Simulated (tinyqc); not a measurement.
Strain-driven roughening and islands of a mismatched epitaxial film: one step, computed by the program tinyqc.

Film and substrate share isotropic elastic constants; the film is coherent and biaxially strained.

Task: Which shape at the volume V. Shallow faceted island (Tersoff form): E = 4 Gam V^(2/3) tan^(1/3)(theta) - 6 c V tan(theta), Gam = gamma [x/sin(theta) - 1/tan(theta)], x the facet energy over gamma, c = stress^2 (1 - nu)/(2 pi G). The two energies cross at V_x^(1/3) = 4 [Gam_2 t2^(1/3) - Gam_1 t1^(1/3)]/(6 c (t2 - t1)), t = tan(theta); mu = dE/dV.

Inputs (values chosen for the exercise, modelled on Ge on Si):
```
quantity                                     value     unit
shear modulus G                               51.7      GPa
Poisson ratio nu                              0.27        -
surface energy gamma                         0.954    J/m^2
contact angle of the shallow shape theta_1      10  degrees
contact angle of the steep shape theta_2      29.6  degrees
facet energy of shape 1 over gamma          0.9992        -
facet energy of shape 2 over gamma           1.054        -
island volume V                                 67     nm^3
```

stress = 7.303439 GPa

Gam of shape 2 = 0.3563533 J/m^2

Gam of shape 1 = 0.07906909 J/m^2

c = 0.1198691 GPa

Constants: e = 1.602176634e-19 C.

Give: E of shape 1; E of shape 2; crossing volume V_x; jump of mu at V_x, shape 2 less shape 1.

Result:

E of shape 1 = -34.77 eV

E of shape 2 = -49.31 eV

crossing volume V_x = 45.14 nm^3

jump of mu at V_x, shape 2 less shape 1 = -93.92 MJ/m^3

At V the steep shape is lower. At V_x the chemical potential drops, so islands that have turned steep grow at the cost of the shallow ones. Caution: a critical volume below 1 nm^3 holds fewer than a hundred atoms, so a continuum barrier there has no physical meaning. Caution: the shallow-slope form overstates the relaxation of facets steeper than about 25 degrees.
